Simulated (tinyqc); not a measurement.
Approach to the steady line: permeation of metal atoms or ions through a thin barrier or dielectric: time lag, field-aided drift and lifetime. Computed by tinyqc, a small Python program. Command: `OMP_NUM_THREADS=1 python tinyqc.py 3019465 3019466 out.jsonl barrier walk`. One thread of a shared host (Intel(R) Xeon(R) Processor @ 2.30GHz), about 0.01 s of CPU time with the checks.

The film 0 < x < d is empty at first; C = C0 at x = 0 and C = 0 at x = d. dC/dt = D d2C/dx2 - v dC/dx with drift v = D z e V/(k_B T d) (uniform field, no space charge).

Inputs (values chosen for the exercise, for a model case: singly charged ions through a dielectric):
```
quantity                                   value    unit
thickness d                                   68      nm
prefactor D0                                0.04  cm^2/s
activation energy E                         1.15      eV
concentration at the source side C0      1.2e+13  1/cm^3
charge number z                                1       -
voltage V (positive drives ions across)    0.035       V
test temperature T                           250       C
```

Constants: k_B = 8.617333262e-05 eV/K.

Method:
- D = D0 exp(-E/(k_B T)); time scale d^2/D; Peclet number P = z V/(k_B T), k_B T in eV; 1 nm = 1e-7 cm.
- Temperatures in kelvin are T(C) + 273.15.
- Steady flux J = (D C0/d) P/(1 - exp(-P)); time lag in units of d^2/D: s_L = [P (1 + exp(-P))/(1 - exp(-P)) - 2]/P^2 (P = 0: J = D C0/d, s_L = 1/6).
- Dose through the film Q(s) = C0 d {f (s - s_L) - 2 exp(P/2) sum_(n=1..200) (-1)^n n^2 pi^2 exp(-l_n s)/l_n^2}, l_n = n^2 pi^2 + P^2/4, f = P/(1 - exp(-P)) the relative flux.
- Short-time form for P = 0: Q/(C0 d) = 4 sqrt(s) ierfc(1/(2 sqrt(s))), ierfc(y) = exp(-y^2)/sqrt(pi) - y erfc(y).

Peclet number P = 0.776370

flux relative to D C0/d = 1.43792

time lag s_L = 0.165016

Q/(C0 d):
```
s         series  steady line f (s - s_L)  series without field  short-time form, no field
0.03  7.1119e-06                  -0.1941            4.8419e-06                 4.8419e-06
0.05  3.9486e-04                  -0.1654            2.6934e-04                 2.6934e-04
0.08  4.6898e-03                  -0.1222            3.2066e-03                 3.2066e-03
0.12  2.1719e-02                  -0.0647            1.4887e-02                 1.4887e-02
0.20  8.9344e-02                   0.0503            6.1464e-02                 6.1463e-02
0.30  2.0844e-01                   0.1941            1.4382e-01                 1.4379e-01
0.50  4.8361e-01                   0.4817            3.3479e-01                 3.3326e-01
0.80  9.1315e-01                   0.9131            6.3341e-01                 6.1838e-01
1.20  1.4882e+00                   1.4882            1.0333e+00                 9.7002e-01
```

The dose lies above the steady line at all times and, among these rows, is within 1 % of it from s = 0.5 on (the lag is s_L = 0.165); for a known P the intercept of that line gives D and its slope D C0. The field changes the dose by a factor 1.47 in the first row and 1.44 in the last; at short times the factor tends to exp(P/2) = 1.47.
